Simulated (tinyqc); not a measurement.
# Gated graphene, quantum capacitance: effects of single changes

phi is the Fermi level above the Dirac point, in volts; Vg is counted from the gate voltage of charge neutrality. Ideal linear bands, no charge puddles.

Values chosen for this exercise; values close to those of graphene: temperature T = 300 K; relative permittivity of the gate insulator (close to aluminium oxide) eox = 9.01; insulator thickness tox = 18 nm; Fermi velocity vF = 1.1e6 m/s; density of traps Dit = 4.3e11 cm^-2 eV^-1; gate voltage Vg = -0.94 V.

Constants: q = 1.602176634e-19 C, kB = 1.380649e-23 J/K, hbar = 1.054571817e-34 J s, Vt = kB T/q, eps0 = 8.8541878128e-14 F/cm where lengths are in cm. Results are converted to the units shown.

Each table varies one quantity; the others keep the values above.

## Effect of the gate voltage

N0 = (2/pi)(kB T/(hbar vF))^2; n = N0 F1(phi/Vt), p = N0 F1(-phi/Vt), F1(e) = int_0^infinity u du/(1 + exp(u - e)) = -Li2(-exp(e)); Cq = q d(n - p)/dphi = (q N0/Vt) ln[2 (1 + cosh(phi/Vt))]. Cox = eps0 eox/tox; Vg = phi + q (n - p + Dit phi)/Cox. 1/C_G = 1/Cox + 1/(Cq + q Dit); dphi/dVg = Cox/(Cox + Cq + q Dit).

The same in every row: Cox (uF/cm^2) = 0.44320.

Results:
```
Vg (V)	phi (V)	n - p (cm^-2)	Cq (uF/cm^2)	C_G (uF/cm^2)	dphi/dVg	n + p (cm^-2)
-0.3	-0.084416	-5.6006e11	1.6802	0.35360	0.20217	5.6620e11
-0.13	-0.043610	-2.2022e11	1.0193	0.31494	0.28940	2.4898e11
0.03	0.010927	4.8063e10	0.71960	0.28372	0.35983	1.4076e11
0.2	0.062230	3.5435e11	1.2976	0.33466	0.24491	3.6865e11
0.53	0.12422	1.0691e12	2.4251	0.37633	0.15089	1.0704e12
0.7	0.14802	1.4633e12	2.8832	0.38535	0.13053	1.4638e12
0.87	0.16896	1.8666e12	3.2888	0.39152	0.11660	1.8668e12
1.03	0.18680	2.2522e12	3.6353	0.39584	0.10686	2.2523e12
1.2	0.20425	2.6667e12	3.9745	0.39942	0.098783	2.6667e12
```

Estimate the missing row, Vg = 0.37 V.

Computed row:
```
Vg (V)	phi (V)	n - p (cm^-2)	Cq (uF/cm^2)	C_G (uF/cm^2)	dphi/dVg	n + p (cm^-2)
0.37	0.097820	7.1085e11	1.9259	0.36263	0.18179	7.1452e11
```

With this row back in the table: As Vg goes from -0.3 to 1.2, Cq goes from 1.68 through a minimum of 0.720 (at Vg = 0.03 among the rows listed) to 3.97 uF/cm^2, C_G/Cox goes from 0.798 through a minimum of 0.640 (at Vg = 0.03 among the rows listed) to 0.901 and n - p rises from -5.60e11 to 2.67e12 cm^-2. Cq exceeds Cox in every row, so the insulator is the tighter limit, though Cq still cuts C_G by up to 36 %. At neutrality Cq is (q N0/Vt) ln 4 = 0.697 uF/cm^2, and far from it Cq grows as |phi|.

## Effect of the density of traps

Same model as above.

The same in every row: Cox (uF/cm^2) = 0.44320.

Results:
```
Dit (cm^-2 eV^-1)	phi (V)	n - p (cm^-2)	Cq (uF/cm^2)	C_G (uF/cm^2)	dphi/dVg	n + p (cm^-2)
0	-0.18007	-2.1022e12	3.5045	0.39344	0.11227	2.1023e12
1e11	-0.17934	-2.0862e12	3.4903	0.39347	0.11222	2.0864e12
3e11	-0.17789	-2.0548e12	3.4622	0.39352	0.11210	2.0550e12
7e11	-0.17503	-1.9936e12	3.4067	0.39362	0.11186	1.9938e12
2e12	-0.16611	-1.8086e12	3.2335	0.39406	0.11088	1.8088e12
1e13	-0.12225	-1.0396e12	2.3875	0.39889	0.099981	1.0410e12
3e13	-0.067261	-3.9639e11	1.3806	0.41358	0.066844	4.0820e11
```

Estimate the missing row, Dit = 4e12 cm^-2 eV^-1.

Computed row:
```
Dit (cm^-2 eV^-1)	phi (V)	n - p (cm^-2)	Cq (uF/cm^2)	C_G (uF/cm^2)	dphi/dVg	n + p (cm^-2)
4e12	-0.15342	-1.5622e12	2.9877	0.39496	0.10885	1.5626e12
```

With this row back in the table: As Dit goes from 0 to 3e13, Cq falls from 3.50 to 1.38 uF/cm^2, C_G/Cox rises from 0.888 to 0.933 and n - p rises from -2.10e12 to -3.96e11 cm^-2. Cq exceeds Cox in every row, so the insulator is the tighter limit, though Cq still cuts C_G by up to 11 %.

Numbers from tinyqc (`OMP_NUM_THREADS=1 python tinyqc.py 2200035 2200036 out.jsonl`; about 0.01 s on one thread of a shared Intel Xeon 2.30GHz).
